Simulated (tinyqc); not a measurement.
# One electron in a tunnel-coupled double dot: charge qubit, sensing and quantum capacitance: line shape against detuning

Basis (left, right), H = [[ep/2, tc], [tc, -ep/2]], splitting Om = sqrt(ep^2 + 4 tc^2), ep = al times the gate voltage. In equilibrium the electron is on the right with the chance P_R = [1 + (ep/Om) tanh(Om/2 kB T)]/2.

q^2 al^2 dP_R/d(ep) splits into Cq = q^2 al^2 (2 tc^2/Om^3) tanh(Om/2 kB T) and Ct = q^2 al^2 (ep/Om)^2/(4 kB T cosh^2(Om/2 kB T)); Ct appears only if relaxation is faster than the drive. A resonator of frequency f0, capacitance Cp and quality factor Q shifts by df = -f0 Cq/(2 Cp) and its phase by -2 Q Cq/Cp. A Ct of 0 means below 1e-6 aF.

Values chosen for this exercise:
- tc = 16 ueV (tunnel coupling)
- T = 0.041 K (electron temperature)
- al = 0.42 eV/V (lever arm of the gate on the detuning)

Constants: q = 1.602176634e-19 C, kB = 1.380649e-23 J/K, Vt = kB T/q. Results are converted to the units shown.

Line shape against detuning:

| ep (ueV) | Om (ueV) | P_R | Cq (aF) | Ct (aF) |
|---|---|---|---|---|
| 0 | 32.00 | 0.5000 | 441.5 | 0 |
| 11.2 | 33.90 | 0.6652 | 371.3 | 0.05936 |
| 22.4 | 39.06 | 0.7867 | 242.8 | 0.04155 |
| 33.6 | 46.40 | 0.8621 | 144.9 | 0.008301 |
| 44.8 | 55.05 | 0.9069 | 86.71 | 9.049e-4 |
| 56 | 64.50 | 0.9341 | 53.93 | 7.114e-5 |
| 67.2 | 74.43 | 0.9514 | 35.09 | 4.626e-6 |
| 78.4 | 84.68 | 0.9629 | 23.83 | 0 |
| 89.6 | 95.14 | 0.9709 | 16.80 | 0 |
| 100.8 | 105.8 | 0.9766 | 12.23 | 0 |
| 112 | 116.5 | 0.9808 | 9.156 | 0 |

What does the comparison show?

Cq falls from 441 to 9.16 aF, and Ct goes from 0 through a maximum of 0.0594 (at ep = 11.2 ueV among the rows listed) to 0 aF. Among the rows listed Ct reaches at most 0.0134 % of the peak of Cq, with tc/kB T = 4.5: the line is set by the coupling, and its half width is near 1.53 tc.

tinyqc, about 0.01 s, one thread, Intel Xeon 2.30GHz (shared host): `OMP_NUM_THREADS=1 python tinyqc.py 2470018 2470019 out.jsonl`
